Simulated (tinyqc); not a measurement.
Equilibrium and kinetic segregation of a solute to boundaries and growing surfaces: one step, computed by the program tinyqc.

Problem. Segregation at a growing surface. Two-state exchange during growth, dilute: jump up r_u = nu exp(-E_b/(k_B T_g)), jump back r_d = r_u exp(-E_s/(k_B T_g)), nu = 1e13 1/s. In the time 1/R of one monolayer the share carried up is p = [r_u/(r_u + r_d)] [1 - exp(-(r_u + r_d)/R)]; the tail decays as p^n, length -1/ln p monolayers; the equilibrium limit has p = r_u/(r_u + r_d).

Inputs (values chosen for the exercise, for a model alloy):

| quantity | value | unit |
|---|---|---|
| exchange barrier E_b | 1.56 | eV |
| surface segregation energy E_s | 0.34 | eV |
| growth temperature T_g | 680 | K |
| growth rate | 0.11 | monolayers/s |

Constants: k_B = 8.617333262e-05 eV/K.

Give: r_u; r_d; share carried up p; decay length.

Solution.

r_u = 27.426 1/s

r_d = 0.082845 1/s

share carried up p = 0.99699

decay length = 331.55 monolayers

Exchange is fast against growth: the equilibrium regime, where heating shortens the tail.
